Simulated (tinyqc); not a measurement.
## Resistance of a tapered via with liner, size effect and interface: two fill metals against the diameter

A round via whose diameter grows from db at the bottom as D(z) = db + 2 z/tan(ang). The fill, of diameter D - 2 tl, starts above the bottom liner (thickness fb tl) and has rho = rho0 (1 + ks lam/(D - 2 tl)); the sidewall liner conducts in parallel with it. The bottom liner and the interface are crossed over the full area pi db^2/4. Spreading in the lines above and below is left out.

Slices between z0 = fb tl and hv, evaluated at their midpoints: conductance per length pi/4 [(D - 2 tl)^2/rho + (D^2 - (D - 2 tl)^2)/rl], slice resistance = slice height over that. 2000 slices. R_fill = sum of the slices; R_bottom = rl fb tl/(pi db^2/4); R_interface = ri/(pi db^2/4). The second fill has rho2, lam2 and tl2 in place of rho0, lam and tl.

Inputs (values chosen for the exercise); fill metal close to ruthenium:
```
symbol,value,unit,meaning
hv,150,nm,height
ang,88,degrees,sidewall angle
rho0,7.58,uohm cm,bulk resistivity of the fill
lam,6.75,nm,mean free path of the fill
ks,0.8,,size-effect factor
tl,0.1,nm,liner on the sidewall
fb,0.5,,liner at the bottom over that on the sidewall
rl,220,uohm cm,resistivity of the liner
ri,9.1e-13,ohm cm^2,interface resistivity at the bottom
Sb,1.5e15,S/m^2,"ballistic conductance per area, about 3/(4 rho0 lam)"
rho2,5.43,uohm cm,bulk resistivity of the second fill (close to tungsten)
lam2,15.5,nm,its mean free path
tl2,2.3,nm,its liner
```

Two fill metals against the diameter:

| db (nm) | R, first fill (ohm) | R, second fill (ohm) | ratio second/first |
|---|---|---|---|
| 8.5 | 139.6 | 501.9 | 3.594 |
| 12 | 75.99 | 180.8 | 2.380 |
| 17 | 40.63 | 73.45 | 1.808 |
| 24 | 21.58 | 32.34 | 1.499 |
| 35 | 10.65 | 13.81 | 1.297 |
| 49 | 5.612 | 6.638 | 1.183 |
| 70 | 2.821 | 3.108 | 1.102 |
| 100 | 1.408 | 1.474 | 1.047 |

Read the table: what changes, and by how much?

The ratio goes from 3.59 to 1.05. The first fill gives the lower R in every row. Ratios within a few per cent of 1 are a tie, given that ballistic terms are left out.

tinyqc, about 0.01 s, one thread, Intel Xeon 2.30GHz (shared host): `OMP_NUM_THREADS=1 python tinyqc.py 2750118 2750119 out.jsonl`
